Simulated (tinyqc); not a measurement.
Hall factor, magnetoresistance and optical conductivity for a power-law relaxation time: one step, computed by the program tinyqc.

One spherical parabolic band, tau(E) = tau_0 x^s with x = E/(k_B T). Landau quantisation is left out.

Problem. Limits. mu = e <tau>/m; weak field r_H = <tau^2>/<tau>^2 and MR = c (mu B)^2, c = <tau^3>/<tau>^3 - r_H^2; strong field r_H = 1 and MR = <tau> <1/tau> - 1.

Inputs (values chosen for the exercise, with a mass close to that of holes in silicon): effective mass m = 0.42 m_0; tau_0 = 190 fs; temperature T = 100 K.

<tau>/tau_0 = 0.7503907

<tau^2>/tau_0^2 = 0.5725682

<tau^3>/tau_0^3 = 0.4452045

<1/tau> tau_0 = 1.352945

Constants: e = 1.602176634e-19 C; m_0 = 9.1093837015e-31 kg.

Give: drift mobility mu; weak-field Hall factor; coefficient c; saturation MR.

Solution.

drift mobility mu = 597.1 cm^2/(V s)

weak-field Hall factor = 1.017

coefficient c = 0.01969

saturation MR = 1.524 %
